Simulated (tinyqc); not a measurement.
# Capacitance measurement on a leaky thin oxide: effects of series resistance and leakage: what changes with what

The device is a capacitance C in parallel with a leakage conductance G, in series with Rs and Ls. An impedance meter reports either a parallel pair (Cp, Gp) from Y = 1/Z = Gp + i w Cp or a series pair (Cs, Rm) from Z = Rm + 1/(i w Cs); w = 2 pi f, dissipation D = Gp/(w |Cp|).

Parameters, values chosen for the exercise; values of the order met in thin-oxide MOS capacitors: relative permittivity of the gate insulator (close to silicon dioxide) eox = 3.9; insulator thickness tox = 1 nm; gate area A = 2500 um^2; oxide-equivalent thickness added by the accumulation layer zc = 0.38 nm; oxide-equivalent thickness added by gate depletion zp = 0 nm; gate leakage current density, not matched to the thickness Jg = 0.01 A/cm^2; voltage for an e-fold rise of the leakage Vs = 0.26 V; series resistance Rs = 350 ohm; series inductance Ls = 0 nH; measuring frequency f = 1e6 Hz.

Constants: eps0 = 8.8541878128e-14 F/cm where lengths are in cm. Results are converted to the units shown.

Each table varies one quantity; the others keep the values above.

## Readings against frequency

EOT = 3.9 tox/eox; CET = EOT + zc + zp; C = 3.9 eps0 A/CET; G = Jg A/Vs. Z = Rs + i w Ls + 1/(G + i w C); CET read from Cp = 3.9 eps0 A/Cp; errors under 0.001 % are printed as 0.

The same in every row: C (pF) = 62.56.

Result of one run:

| f (Hz) | Cp (pF) | Cs (pF) | D | error of Cp (%) | error of Cs (%) | CET read from Cp (nm) |
|---|---|---|---|---|---|---|
| 10000 | 62.51 | 66.30 | 0.2461 | -0.0675 | 5.98 | 1.381 |

What becomes of these results when the measuring frequency f is changed from 10000 to 1e6 Hz, all else the same?

Result of the changed run:

| f (Hz) | Cp (pF) | Cs (pF) | D | error of Cp (%) | error of Cs (%) | CET read from Cp (nm) |
|---|---|---|---|---|---|---|
| 1e6 | 61.35 | 62.56 | 0.1400 | -1.92 | 0 | 1.407 |

The whole series:

| f (Hz) | Cp (pF) | Cs (pF) | D | error of Cp (%) | error of Cs (%) | CET read from Cp (nm) |
|---|---|---|---|---|---|---|
| 1000 | 62.51 | 436.9 | 2.447 | -0.0673 | 598 | 1.381 |
| 3000 | 62.51 | 104.2 | 0.8161 | -0.0673 | 66.5 | 1.381 |
| 10000 | 62.51 | 66.30 | 0.2461 | -0.0675 | 5.98 | 1.381 |
| 30000 | 62.51 | 62.97 | 0.08570 | -0.0690 | 0.665 | 1.381 |
| 1e5 | 62.50 | 62.59 | 0.03823 | -0.0862 | 0.0598 | 1.381 |
| 3e5 | 62.41 | 62.56 | 0.04943 | -0.237 | 6.65e-3 | 1.383 |
| 1e6 | 61.35 | 62.56 | 0.1400 | -1.92 | 0 | 1.407 |
| 3e6 | 53.42 | 62.56 | 0.4135 | -14.6 | 0 | 1.616 |
| 1e7 | 21.62 | 62.56 | 1.376 | -65.4 | 0 | 3.993 |
| 3e7 | 3.469 | 62.56 | 4.127 | -94.5 | 0 | 24.89 |

D goes from 2.45 through a minimum of 0.0382 (at f = 1e5 Hz among the rows listed) to 4.13; without inductance its minimum lies at f = sqrt(G (1 + G Rs)/Rs)/(2 pi C) = 1.33e5 Hz. The error of Cp goes from -0.0673 to -94.5 % and that of Cs from 598 to 0 %; at low frequency Cp tends to C/(1 + G Rs)^2 and Cs grows as 1 + (G/(w C))^2. One of the two readings is within 2 % of C for f = 1000, 3000, 10000, 30000, 1e5, 3e5, 1e6, 3e6, 1e7, 3e7 Hz. For f = 1000, 1e7, 3e7 D exceeds 1, where the accuracy of real meters degrades in proportion to sqrt(1 + D^2).

## Effect of the gate area

Same model as above.

Rs is held fixed.

Effect of the gate area:

| A (um^2) | C (pF) | Cp (pF) | Cs (pF) | D | error of Cp (%) | error of Cs (%) | CET read from Cp (nm) |
|---|---|---|---|---|---|---|---|
| 20 | 0.50045 | 0.50045 | 0.50046 | 0.0035469 | 0 | 0 | 1.3800 |
| 70 | 1.7516 | 1.7515 | 1.7516 | 0.0062983 | -3.37e-3 | 0 | 1.3800 |
| 200 | 5.0045 | 5.0037 | 5.0046 | 0.013452 | -0.0175 | 0 | 1.3802 |
| 600 | 15.014 | 14.995 | 15.014 | 0.035463 | -0.125 | 0 | 1.3817 |
| 2000 | 50.045 | 49.420 | 50.046 | 0.11250 | -1.25 | 0 | 1.3975 |
| 5000 | 125.11 | 116.16 | 125.11 | 0.27759 | -7.15 | 0 | 1.4863 |
| 10000 | 250.23 | 191.67 | 250.23 | 0.55273 | -23.4 | 0 | 1.8016 |
| 40000 | 1000.9 | 170.93 | 1000.9 | 2.2036 | -82.9 | 0 | 8.0809 |

As A goes from 20 to 40000, the error of Cp goes from 0 to -82.9 %, that of Cs from 0 to 0 %, and D rises from 0.00355 to 2.20. The CET read from Cp goes from 1.38 to 8.08 nm against the true 1.38 nm. G/(w C) does not depend on the area, while G Rs and w C Rs grow with it. For A = 40000 D exceeds 1, where the accuracy of real meters degrades in proportion to sqrt(1 + D^2).

Numbers from tinyqc (`OMP_NUM_THREADS=1 python tinyqc.py 2022053 2022054 out.jsonl`; about 0.01 s on one thread of a shared Intel Xeon 2.30GHz).
